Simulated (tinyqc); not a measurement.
## Exponent and activation energy from three stresses

Problem. Oxide breakdown follows t63 = a V^(-n) exp(Ea q/(kB T)). Find n, Ea and the E-model slope gamma = n/E (cm/MV) at the higher voltage, E = V/tox.

Inputs (values chosen for the exercise): oxide thickness tox = 1.1 nm.

Constants: q = 1.602176634e-19 C, kB = 1.380649e-23 J/K. Results are converted to the units shown.

t63 at (1.42 V, 423 K), (1.91 V, 423 K) and (1.91 V, 448 K) (s): [2.8882512e5, 17.290128, 8.2920771]

Solution. The two voltages give n and the two temperatures Ea.

n = 32.8
Ea = 0.480 eV
gamma = 1.89 cm/MV

Numbers from tinyqc (`OMP_NUM_THREADS=1 python tinyqc.py 2070164 2070165 out.jsonl`; about 0.01 s on one thread of a shared Intel Xeon 2.30GHz).
